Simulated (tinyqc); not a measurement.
Drifting, spreading and decaying minority pulse (Haynes-Shockley), explicit time steps: one step of the calculation.

Low injection in a uniform field: dn/dt = D d2n/dx2 - v dn/dx - n/tau with D = mu Vt and v = mu F towards +x. Exact solution on an infinite bar for a Gaussian start at x0: n = N0 exp(-t/tau) exp(-(x - x0 - v t)^2/(2 s^2))/sqrt(2 pi s^2), s^2 = s0^2 + 2 D t.

Task. Coefficients of the scheme. Exponentially fitted fluxes: d = F hx/Vt, B(d) = d/(exp(d) - 1), k = D dt/hx^2; (L n)_i = a n_(i-1) + b n_i + c n_(i+1) with a = k B(-d), c = k B(d), b = -a - c - dt/tau. Explicit steps keep n positive for dt up to 1/[(D/hx^2)(B(d) + B(-d)) + 1/tau].

Inputs (values chosen for the exercise); mobility close to that of germanium at room temperature:
- T = 350 K (temperature)
- mu = 1880 cm^2/(V s) (minority-carrier mobility)
- F = 4.2 V/cm (sweep field along the drift)
- hx = 78 um (mesh step)
- tau = 1.3e-5 s (lifetime)
- dt = 3.9e-7 s (time step)

Constants: q = 1.602176634e-19 C, kB = 1.380649e-23 J/K, Vt = kB T/q. Results are converted to the units shown.

Give: D; v; d; a; b; c; positivity limit of dt.

Result.

D = 56.702 cm^2/s
v = 7896.0 cm/s
d = 1.0862
a = 0.59593
b = -0.82705
c = 0.20113
positivity limit of dt = 4.7155e-7 s

Numbers from tinyqc (`OMP_NUM_THREADS=1 python tinyqc.py 2310108 2310109 out.jsonl`; about 0.01 s on one thread of a shared Intel Xeon 2.30GHz).
